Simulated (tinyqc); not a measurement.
Anisotropic elasticity and sound waves of a cubic crystal: one step, computed by the program tinyqc.

Voigt order 1..6 = xx, yy, zz, yz, xz, xy, with engineering shear strains. The rotated frame has x' as named, z' along the wafer normal and y' = z' x x'.

Problem. Thermal stress in a film with this orientation. On cooling, a thick substrate imposes eps_1 = eps_2 = (alpha_film - alpha_substrate) Delta T and eps_6 = 0; the free surface sets sigma_3 = sigma_4 = sigma_5 = 0, which fixes eps_3, eps_4, eps_5. Biaxial modulus M = (sigma_1 + sigma_2)/(2 eps); energy density M eps^2. Elastic response and constant coefficients are assumed.

Inputs (values chosen for the exercise, modelled on copper): expansion coefficient of the film = 16 ppm/K; expansion coefficient of the substrate = 5.7 ppm/K; cooling Delta T = 200 K.

Frame: (112) wafer, x' along [1-10].

C' (GPa), lower triangle (symmetric):
```
          1         2         3        4         5        6
1  221.6600
2   88.0267  238.8467
3  105.2133   88.0267  221.6600
4  -24.3056    0.0000   24.3056  41.0367
5    0.0000    0.0000    0.0000   0.0000   58.2233
6    0.0000    0.0000    0.0000   0.0000  -24.3056  41.0367
```

Give: in-plane strain; elastic strain along the normal; stress along x'; stress along y'; biaxial modulus M; energy density.

Solution.

in-plane strain = 2.06 per mille

elastic strain along the normal = -2.064 per mille

stress along x' = 361.5 MPa

stress along y' = 491.7 MPa

biaxial modulus M = 207.1 GPa

energy density = 0.8788 MJ/m^3

The film ends in tension. Caution: the thermal stress of this film exceeds 200 MPa, which can relax by slip, cracking or buckling in a real film.
